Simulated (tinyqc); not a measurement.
Metal-interlayer-semiconductor contact, depinning against tunnelling resistance: two steps of the calculation.

Zero bias, n-type semiconductor. Gap states at the semiconductor surface thin out as exp(-be ti), which unpins the barrier; electrons must then cross the interlayer (a rectangular barrier, no voltage drop across it) and the parabolic depleted layer, both by WKB. Energies E are counted from the Fermi level; no image force, parabolic bands.

Parameters, values chosen for the exercise; semiconductor values close to those of 4H silicon carbide; interlayer mass of the order of that in silicon dioxide, offset chosen freely:
- T = 300 K (temperature)
- Eg = 3.16 eV (band gap)
- eps_r = 9.6 (relative permittivity)
- chi = 3.47 eV (electron affinity)
- Nc = 1.7e19 cm^-3 (conduction-band density of states at T)
- mt = 0.192 m0 (tunnelling mass in the semiconductor)
- mA = 0.374 m0 (Richardson mass)
- Nd = 1.3e20 cm^-3 (donor density)
- E0 = 1.9 eV (charge-neutrality level above the valence band)
- S0 = 0.66 (pinning factor without interlayer)
- phiM = 3.8 eV (metal work function)
- ti = 0.3 nm (interlayer thickness)
- dE = 3.14 eV (conduction-band offset of the interlayer above the semiconductor)
- mi = 0.44 m0 (tunnelling mass in the interlayer)
- be = 2 1/nm (decay constant of gap states through the interlayer)

Constants: q = 1.602176634e-19 C, kB = 1.380649e-23 J/K, eps0 = 8.8541878128e-12 F/m, hbar = 1.054571817e-34 J s, h = 6.62607015e-34 J s, m0 = 9.1093837015e-31 kg, Vt = kB T/q, hbar^2/(2 m0) = 0.0380998212 eV nm^2. Results are converted to the units shown.

Task 1. Pinning, barrier and scales. S = 1/(1 + (1/S0 - 1) exp(-be ti)); phiB = S (phiM - chi) + (1 - S)(Eg - E0); xi = Ec - EF deep inside, from Nd = Nc F(-xi/Vt), F(x) = (2/sqrt(pi)) int_0^infinity sqrt(u) du/(1 + exp(u - x)); band bending U = phiB - xi; E00 = (hbar/2) sqrt(Nd/(eps0 eps_r mt m0)) in volts; A = 4 pi q mA m0 kB^2/h^3.

Find: S; phiB; xi; U; E00; A.

Result 1.

S = 0.7796
phiB = 0.5350 eV
xi = -0.1164 eV
U = 0.6514 eV
E00 = 0.1559 eV
A = 44.94 A/(cm^2 K^2)

Task 2. Exponents and integrand on an energy grid. With U = phiB - xi: for xi < E < phiB, y = (E - xi)/U and G1 = (U/E00) [sqrt(1 - y) - y ln((1 + sqrt(1 - y))/sqrt(y))], G1 = 0 above phiB; G2 = 2 ti sqrt(mi max(phiB + dE - E, 0)/C), C = hbar^2/(2 m0); f = 1/(1 + exp(E/Vt)); integrand exp(-G1 - G2) f.

```
point,E (eV)
0,-0.11
1,-0.076
2,-0.042
3,-0.008
4,0.026
5,0.06
6,0.094
7,0.128
8,0.162
9,0.196
10,0.23
11,0.264
12,0.298
13,0.332
14,0.366
15,0.4
```

phiB = 0.53497882 eV
xi = -0.11638967 eV
E00 = 0.15592392 eV

Find: G1; G2; f; integrand.

Result 2.

```
point,G1,G2,f,integrand (1e-4)
0,4.034,3.967,0.9860,3.305
1,3.510,3.949,0.9498,5.471
2,3.098,3.931,0.8354,7.402
3,2.740,3.913,0.5768,7.442
4,2.420,3.895,0.2678,4.845
5,2.130,3.877,0.08941,2.201
6,1.865,3.858,0.02568,0.839
7,1.621,3.840,0.007025,0.299
8,1.396,3.822,0.001895,0.103
9,1.189,3.803,5.095e-4,0.035
10,0.999,3.785,1.368e-4,0.011
11,0.824,3.766,3.673e-5,0.004
12,0.664,3.747,9.859e-6,0.001
13,0.520,3.728,2.646e-6,0.000
14,0.390,3.709,7.103e-7,0.000
15,0.275,3.690,1.907e-7,0.000
```

Range of the model: The depletion charge would drop about 0.42 V across such an interlayer (eps_r near 3.9) at ti = 0.3 nm and Nd = 1.3e20 cm^-3, against a band bending of 0.65 V; this model leaves that drop out.

Computed by the program tinyqc: `OMP_NUM_THREADS=1 python tinyqc.py 2270023 2270024 out.jsonl`, one thread of a shared Intel Xeon 2.30GHz, about 0.02 s for the whole run.
